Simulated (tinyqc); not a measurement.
# Floating body of a partially depleted SOI transistor: body voltage and kink, step by step

tinyqc, about 0.2 s, one thread, Intel Xeon 2.30GHz (shared host): `OMP_NUM_THREADS=1 python tinyqc.py 2182259 2182260 out.jsonl` Printed values are rounded.

Source at 0 V. Channel current Ic = 2 nf K Vt^2 [F(0) - F(Vd)](1 + la Vd), F(V) = ln^2(1 + exp((Vg - VT - nf V)/(2 nf Vt))), VT = VT0 - gb Vb. Saturation voltage Vs = 2 Vt sqrt(F(0)) + 3 Vt, excess Ve = (Vd - Vs + sqrt((Vd - Vs)^2 + 0.0004 V^2))/2, multiplication M1 = Ai Ve exp(-Bl/Ve). Each junction passes D(v) = J1 (exp(v/Vt) - 1) + J2 (exp(v/(2 Vt)) - 1). Bipolar current Ib = bb J1 (exp(Vb/Vt) - 1). The body settles where M1 (Ic + Ib) = D(Vb) + D(Vb - Vd) + Vb/Rb; drain current Id = (1 + M1)(Ic + Ib) - D(Vb - Vd).

Parameters, values chosen for the exercise; values of the order met in partially depleted silicon-on-insulator transistors:
- T = 358 K (temperature)
- VT0 = 0.36 V (threshold at zero body voltage)
- gb = 0.32 (fall of the threshold per volt of body voltage)
- nf = 1.16 (slope factor)
- K = 200 uA/(V^2 um) (gain factor per width)
- la = 0.07 1/V (channel-length modulation factor)
- Ai = 2.48 1/V (impact-ionisation prefactor)
- Bl = 4.9 V (impact-ionisation voltage)
- J1 = 6.3e-10 uA/um (diffusion saturation current of each junction)
- J2 = 2e-7 uA/um (recombination saturation current of each junction)
- bb = 0.5 (gain of the lateral bipolar transistor on the diffusion current)
- Rb = 1e9 kohm um (resistance of a weak body tie to the source (1e9 stands for no tie, and the term is then dropped))
- Vg = 0.39 V (gate voltage)
- Vd = 1.9 V (drain voltage)

Constants: q = 1.602176634e-19 C, kB = 1.380649e-23 J/K, Vt = kB T/q. Results are converted to the units shown.

Range of the model: The multiplication law is an empirical form chosen for the exercise; self-heating and capacitive coupling to the body are left out, and the linear laws are rough once Vb passes about 0.7 V or M1 about 0.1.

## Starting value

Vb = 0.72 V.

Vb at the start = 0.72 V

## Iteration 1: new Vb

Current into the body I_in = M1 (Ic + Ib) - D(Vb - Vd), current out I_out = D(Vb) + Vb/Rb; f = ln(I_in/I_out), s = df/dVb by central differences over 1e-5 V, Vb(new) = Vb - f/s.

Ic = 6.71783 uA/um
Ve = 1.58143 V
M1 = 0.176952
I_in = 1.95087 uA/um
I_out = 8.63743 uA/um
f = -1.48783
s = -18.9553 1/V
Vb after iteration 1 = 0.641509 V

## Iteration 2: new Vb

As before.

Ic = 5.52825 uA/um
Ve = 1.60242 V
M1 = 0.186728
I_in = 1.09544 uA/um
I_out = 0.683005 uA/um
f = 0.472405
s = -28.6202 1/V
Vb after iteration 2 = 0.658015 V

## Course of the iteration

Stop when the step is below 1e-10 V, or after 40 iterations.

Course of the iteration:
```
iteration  Vb before the step (V)  step (V)
1                            0.72   -0.0785
2                        0.641509    0.0165
3                        0.658015   2.50e-4
4                        0.658264   7.78e-8
5                        0.658264   < 1e-14
```

Converged in 5 iterations.

## Drain current with floating and with grounded body

converged Vb = 0.658264 V

Id and VT at the converged Vb, Id at Vb = 0, their ratio, and the bipolar share Ib/(Ic + Ib).

VT = 0.149355 V
Id, floating = 7.52666 uA/um
Id, grounded = 0.540642 uA/um
ratio = 13.9217
bipolar share = 9.16359 %

The body rises to 0.658 V and lowers the threshold by 211 mV.
